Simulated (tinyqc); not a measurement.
What moves the carrier density: donors with valley-orbit split 1s states.

Each donor binds at most one electron, in any of its states. For a site s, W_s = sum over its states of g exp(E/kT), and the ionised share is 1/(1 + W_s exp(eta)), eta = (EF - Ec)/kT; n = Nc F_1/2(eta); neutrality n + NA = ND x (mean ionised share); holes are neglected. Nc from N = 2 (m kB T/(4 pi c))^(3/2) with c = hbar^2/2m0, in 1/angstrom^3; times 1e24 for 1/cm^3, m = md. F_j(eta) = (1/Gamma(j + 1)) integral_0^infinity x^j dx/(1 + exp(x - eta)), which tends to exp(eta) for eta << 0.

Mobility (Caughey-Thomas form): mu = mu0 + (mu1 (T/300)^(-ga) - mu0)/(1 + ((ND + NA)/Nr)^de); rho = 1/(e n mu), e = 1.602176634e-19 C.

Constants: hbar^2/2m0 = 3.80998211 eV angstrom^2; kB = 8.617333262e-05 eV/K.

Values chosen for the exercise (near those of P in Si; shifted at random, so the results belong to these values and not to a real crystal):
```
symbol  value             unit        meaning
md      1.081             m0          density-of-states mass of the conduction band
E       (46.5, 34.8, 34)  meV         binding energies of 1s(A1), 1s(T2), 1s(E)
g       (2, 6, 4)                     their degeneracies with spin
ND      2.5e+17           1/cm^3      donors
NA      0                 1/cm^3      compensating acceptors, all ionised
T       350               K
mu0     67                cm^2/(V s)  mobility at heavy doping
mu1     1332              cm^2/(V s)  mobility at light doping and 300 K
Nr      1e+17             1/cm^3      reference doping
de      0.72                          doping exponent
ga      2.3                           temperature exponent
```

All results formed anew.

One parameter was then changed.

Results before and after:
```
case        eta  n (1/cm^3)  rho (ohm cm)
base     -5.164   2.028e+17       0.08488
changed  -5.286   2.073e+17       0.08305
```

Which of these changes was made? (a) ND = 5e+17 1/cm^3; (b) Nr = 2e+17 1/cm^3; (c) NA = 2.5e+16 1/cm^3; (d) E = (51.5, 34.8, 34) meV; (e) md = 1.189 m0; (f) T = 380 K.

Answer: (e) md = 1.189 m0. Of the candidates, run in turn, only this one gives the changed row.

All candidates:
```
case                         eta  n (1/cm^3)  rho (ohm cm)
base                      -5.164   2.028e+17       0.08488
E = (51.5, 34.8, 34) meV  -5.171   2.015e+17       0.08543
md = 1.189 m0             -5.286   2.073e+17       0.08305
ND = 5e+17 1/cm^3         -4.603   3.551e+17       0.06411
NA = 2.5e+16 1/cm^3       -5.274   1.818e+17       0.09824
T = 380 K                 -5.255   2.096e+17       0.09678
Nr = 2e+17 1/cm^3         -5.164   2.028e+17       0.06606
```

Computed by tinyqc, a small Python program: `OMP_NUM_THREADS=1 python tinyqc.py 1651763 1651764 out.jsonl` (the numbers bound the seed that draws the inputs); one thread of a shared host (Intel(R) Xeon(R) Processor @ 2.30GHz), about 0.01 s for the whole set of steps.
